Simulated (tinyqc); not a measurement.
Worked calculation: X-ray photoelectron analysis of a thin oxide on a semiconductor: attenuation lengths, thickness, angle series and band offsets. Computed by tinyqc, a small Python program that keeps every step. Command: `OMP_NUM_THREADS=1 python tinyqc.py 3112670 3112671 out.jsonl xps walk`. One thread of a shared host (Intel(R) Xeon(R) Processor @ 2.30GHz), about 0.01 s of CPU time with the checks. Intermediate numbers are printed to about 6 digits and carried at full precision; extremes and crossings named in words are read from the listed rows.

The same element is seen in the oxide and in the substrate, at nearly the same kinetic energy; films are flat and uniform, and the work function is ignored.

Inputs (values chosen for the exercise, modelled on SiO2 on 4H-SiC):

| quantity | value | unit |
|---|---|---|
| photon energy | 2000 | eV |
| binding energy of the core level | 100.5 | eV |
| oxide density | 2.14 | g/cm^3 |
| oxide formula mass | 60.08 | g/mol |
| valence electrons per oxide formula | 16 | - |
| oxide gap | 8.93 | eV |
| substrate density | 3.21 | g/cm^3 |
| substrate formula mass | 40.1 | g/mol |
| valence electrons per substrate formula | 8 | - |
| substrate gap | 3.26 | eV |
| oxide thickness d | 3.4 | nm |
| emission angle from the normal | 0 | degrees |
| attenuation length over inelastic mean free path | 0.94 | - |
| carbon overlayer | 0.32 | nm |
| counts in the two peaks together | 80000 | - |
| valence band offset used to make the data | 2.97 | eV |
| core level less valence band top, substrate | 99.08 | eV |
| core level less valence band top, thick oxide | 98.73 | eV |
| field in the oxide | 1.3 | MV/cm |

## Inelastic mean free paths

TPP-2M: lambda = E/(E_p^2 [b ln(c E) - C/E + D/E^2]) in angstrom, E_p = 28.8 sqrt(N_v rho/M), b = -0.10 + 0.944/sqrt(E_p^2 + E_g^2) + 0.069 rho^0.1, c = 0.191/sqrt(rho), U = N_v rho/M, C = 1.97 - 0.91 U, D = 53.4 - 20.8 U, with E = photon energy less binding energy in eV. Attenuation length L = factor x lambda.

kinetic energy E = 1899.5 eV

Terms:

| layer | E_p (eV) | b | c | lambda (nm) |
|---|---|---|---|---|
| oxide | 21.7417 | 0.0146174 | 0.130565 | 5.03304 |
| substrate | 23.0472 | 0.0180911 | 0.106606 | 3.75015 |

L in the oxide = 4.73105 nm

L in the substrate = 3.52514 nm

## Peak ratio

R_0 = (rho_o/M_o) L_o/((rho_s/M_s) L_s); peak ratio R = I_ox/I_sub = R_0 [exp(d/(L_o cos theta)) - 1]; hence d = L_o cos theta ln(1 + R/R_0). A carbon layer weakens both peaks alike, by exp(-d_C/(L_o cos theta)) if its L is taken equal to L_o. This R_0 leaves out intrinsic losses from the substrate peak, so calibrated values can be larger.

R_0 = 0.597179

d/(L_o cos theta) = 0.718656

ratio R = 0.628038

oxide share of the counts = 0.385764

attenuation by carbon = 0.934599

depth 3 L_o cos theta = 14.1932 nm

## Error budget of the thickness

With x = d/(L_o cos theta): d ln d/d ln R = (1 - exp(-x))/x = -d ln d/d ln R_0; counting error of R = 1/sqrt(N f (1 - f)), f the oxide share, which times the sensitivity gives that of d; an angle error adds tan(theta) d theta; d is proportional to L_o at fixed R_0. Assumed errors: 5 % in R_0, 1 degree, 5 % in L_o.

sensitivity to R = 0.713266

counting error of d = 0.518058 %

R_0 = 3.56633 %

angle = 0 %

L_o = 5 %

The attenuation length is the largest of these terms.

## Angle series: uniform film or islands?

Islands: half of the surface carries 2 d and half none, R = R_0 (1/2)(1 - t)/(1/2 + t/2) with t = exp(-2 d/(L_o cos theta)); the apparent thickness is read with the uniform formula.

Against the angle:

| theta (degrees) | R, uniform | R, islands | apparent d, islands (nm) |
|---|---|---|---|
| 0 | 0.62804 | 0.367908 | 2.27091 |
| 20 | 0.68587 | 0.384513 | 2.20980 |
| 35 | 0.83870 | 0.421055 | 2.06797 |
| 45 | 1.05285 | 0.458854 | 1.90705 |
| 55 | 1.49331 | 0.507068 | 1.66807 |
| 65 | 2.67333 | 0.558643 | 1.32032 |
| 75 | 8.99680 | 0.592570 | 0.84401 |

A uniform film gives d = 3.4 nm at every angle. The island film of the same volume reads 2.27 nm at normal emission and 0.844 nm at 75 degrees; its ratio cannot pass R_0, since the bare half always shows the substrate.

## Band offsets by core levels

Valence band offset = (E_core - E_v)(substrate) - (E_core - E_v)(oxide) + (core level separation at the interface, oxide less substrate). The separation is made here from the given offset; a uniform field F that raises the binding energy towards the surface shifts the oxide peak by e F <z>, <z> = d/(1 - exp(-x)) - d/x, x = d/(L_o cos theta), being the mean distance from the interface. Conduction band offset = oxide gap - substrate gap - valence band offset.

separation without field = 2.62 eV

<z> = 1.90189 nm

separation with field = 2.86725 eV

apparent valence band offset = 3.21725 eV

true conduction band offset = 2.7 eV

apparent conduction band offset = 2.45275 eV

The field biases both offsets by 0.25 eV, in opposite directions.

Checks made by the program: thickness recovered (relative difference below 1e-10).
